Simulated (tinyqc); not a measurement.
Implanted layer, carriers, mobility and sheet resistance: one step of the calculation.

An n-type layer from the surface x = 0 to the junction xj, N(x) = N0 exp(-(x - Rp)^2/(2 sg^2)). Local neutrality (no depletion at surface or junction, no spilling of carriers), intrinsic carriers neglected, full ionisation of active dopants.

Task. Sheet quantities by the trapezoid rule. Dose = integral of N, carrier sheet density = integral of n, 1/Rs = q integral of n mu, mean mobility 1/(q Rs sheet density), Hall mobility (unit Hall factor) = integral of n mu^2 over integral of n mu, Hall sheet density = (integral of n mu)^2/integral of n mu^2; all from 0 to xj.

Constants: q = 1.602176634e-19 C. Results are converted to the units shown.

x, point 0 to 14 (nm): [0.00000, 43.38155, 86.76310, 130.14466, 173.52621, 216.90776, 260.28931, 303.67087, 347.05242, 390.43397, 433.81552, 477.19707, 520.57863, 563.96018, 607.34173]
N, point 0 to 14 (cm^-3): [1.6157252e18, 1.9645096e18, 2.1699042e18, 2.1773426e18, 1.9847817e18, 1.6436089e18, 1.2364712e18, 8.4502448e17, 5.2463149e17, 2.9589607e17, 1.5160859e17, 7.0568062e16, 2.9839556e16, 1.1462419e16, 4e15]
n, point 0 to 14 (in units of 1e18 cm^-3): [1.6117252, 1.9605096, 2.1659042, 2.1733426, 1.9807817, 1.6396089, 1.2324712, 0.8410245, 0.5206315, 0.2918961, 0.1476086, 0.0665681, 0.0258396, 0.0074624, 0.0000000]
mu, point 0 to 14 (cm^2/(V s)): [334.27168, 302.97320, 288.22794, 287.73417, 301.41495, 331.40557, 382.37364, 462.01372, 581.12182, 751.63496, 979.76406, 1253.1383, 1531.5082, 1760.7775, 1908.1226]

Find: dose; carrier sheet density; Rs; mean mobility; Hall mobility; Hall sheet density.

Result.

dose = 6.037e13 cm^-2
carrier sheet density = 6.012e13 cm^-2
Rs = 292.7 ohm/square
mean mobility = 354.7 cm^2/(V s)
Hall mobility = 411.0 cm^2/(V s)
Hall sheet density = 5.189e13 cm^-2

Carriers make up 99.6 % of the dose. A Hall measurement weights the mobile tail, so its sheet density is 14 % below the true one.

tinyqc, about 0.01 s, one thread, Intel Xeon 2.30GHz (shared host): `OMP_NUM_THREADS=1 python tinyqc.py 2110094 2110095 out.jsonl`
